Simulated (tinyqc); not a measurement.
Changing the temperature of use T: self-consistent Fermi level with native defects, at growth and after a quench. Computed by tinyqc, a small Python program. Command: `OMP_NUM_THREADS=1 python tinyqc.py 3022889 3022890 out.jsonl scfermi sweep`. One thread of a shared host (Intel(R) Xeon(R) Processor @ 2.30GHz), about 0.1 s of CPU time with the checks.

Energies are counted from the top of the valence band (VBM); when the gap shrinks with temperature the conduction band moves and the levels stay. D and A draw on one reservoir with opposite signs, as the two vacancies of a compound do.

Inputs (values chosen for the exercise, with bands modelled on GaP):

| quantity | value | unit |
|---|---|---|
| gap E_g at 300 K | 2.24 | eV |
| slope -dE_g/dT above 300 K | 0.0004 | eV/K |
| electron mass m_e | 0.506 | m_0 |
| valleys M_c | 3 | - |
| hole mass m_h | 0.826 | m_0 |
| E_f of the neutral native donor D | 1.441 | eV |
| E_f of the neutral native acceptor A | 1.866 | eV |
| shift s of the chemical potential | 0.06 | eV |
| site density N_s | 1.7e+22 | cm^-3 |
| growth temperature T_g | 1060 | K |

Added shallow dopant: none.

levels of D above the VBM, most positive state first (eV): 1.27  1.66

levels of A above the VBM, (0/-1) first (eV): 0.079  1.24

Constants: m_0 = 9.1093837015e-31 kg; k_B = 1.380649e-23 J/K; h = 6.62607015e-34 J s; k_B = 8.617333262e-05 eV/K.

Method:
- E_f(D, 0) = input + s and E_f(A, 0) = input - s; E_f(q, E_F = 0) follows from the levels, eps(q/q-1) = E_f(q - 1) - E_f(q) at E_F = 0.
- E_g(T) = E_g - slope x max(0, T - 300 K).
- N_c = 2 M_c (2 pi m_e k_B T/h^2)^(3/2) and N_v = 2 (2 pi m_h k_B T/h^2)^(3/2), masses in units of m_0.
- At growth T = T_g.
- n = N_c F_1/2((E_F - E_g)/k_B T), p = N_v F_1/2(-E_F/k_B T).
- F_1/2(eta) = (2/sqrt(pi)) int_0^infinity sqrt(x)/(1 + exp(x - eta)) dx, by the trapezoid rule in t = sqrt(x) with step 0.02 up to t = 12 (for eta < -12 by exp(eta) - exp(2 eta)/2^(3/2)).
- In equilibrium c_q = N_s exp(-(E_f(q, 0) + q E_F)/k_B T).
- Net charge = p - n + sum q c_q; the log ratio is ln(positive charge/negative charge).
- E_F is the root of the log ratio, by 50 bisections between -0.5 eV and E_g + 0.5 eV.
- After a quench the totals of D and A stay as grown, and each is shared among its charge states with weights exp(-(E_f(q, 0) + q E_F)/k_B T).

One run for each value:

| temperature of use T (K) | E_F after the quench (eV) | n after the quench (cm^-3) | p after the quench (cm^-3) | total D (cm^-3) | total A (cm^-3) |
|---|---|---|---|---|---|
| 150 | 1.2282 | 9.7049e-16 | 3.6074e-23 | 3.0826e+18 | 4.7005e+18 |
| 210 | 1.2219 | 5.8446e-06 | 5.2344e-11 | 3.0826e+18 | 4.7005e+18 |
| 280 | 1.2139 | 8.2981e+00 | 2.4036e-03 | 3.0826e+18 | 4.7005e+18 |
| 410 | 1.1984 | 2.3619e+07 | 5.5994e+04 | 3.0826e+18 | 4.7005e+18 |
| 470 | 1.1910 | 1.6090e+09 | 6.2535e+06 | 3.0826e+18 | 4.7005e+18 |
| 540 | 1.1824 | 6.9427e+10 | 4.1924e+08 | 3.0826e+18 | 4.7005e+18 |
| 600 | 1.1750 | 8.8484e+11 | 7.1940e+09 | 3.0826e+18 | 4.7005e+18 |

Give the missing row, temperature of use T (K) = 340.

Computed row; columns: (1) temperature of use T (K); (2) E_F after the quench (eV); (3) n after the quench (cm^-3); (4) p after the quench (cm^-3); (5) total D (cm^-3); (6) total A (cm^-3):
```
(1)     (2)         (3)         (4)         (5)         (6)
340  1.2068  2.7331e+04  2.9396e+01  3.0826e+18  4.7005e+18
```

Interpolating between the two neighbouring rows (linearly) misses most in p after the quench (cm^-3), by a factor of 880. Over the rows, E_F after the quench (eV) falls from 1.23 to 1.18 (exponent d ln y / d ln x -0.015 between the first rows and -0.060 between the last). The frozen totals stay; only their charge states and the carriers answer to T. Densities far below 1 cm^-3 are nominal.
